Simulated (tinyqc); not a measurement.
## Contact resistivity and sheet resistance from two contact lengths

Question. Rc = [sqrt(rc Rsh)/Wc] coth(Lc/(2 LT)), LT = sqrt(rc/Rsh), Wc = 34 nm; the second contact is twice as long as the first. Find LT, rc and Rsh.

Rc for Lc = 17 and 34 nm (ohm): 530.645695  282.439815

Answer. With t = tanh(Lc/(2 LT)) for the shorter contact, the resistance of the longer over that of the shorter is (1 + t^2)/2. Then sqrt(rc Rsh) = Rc t Wc, and rc and Rsh follow by multiplying and dividing by LT.

LT = 32.7 nm
rc = 1.50e-9 ohm cm^2
Rsh = 140 ohm

Computed by the program tinyqc: `OMP_NUM_THREADS=1 python tinyqc.py 2170159 2170160 out.jsonl`, one thread of a shared Intel Xeon 2.30GHz, about 0.04 s for the whole run.
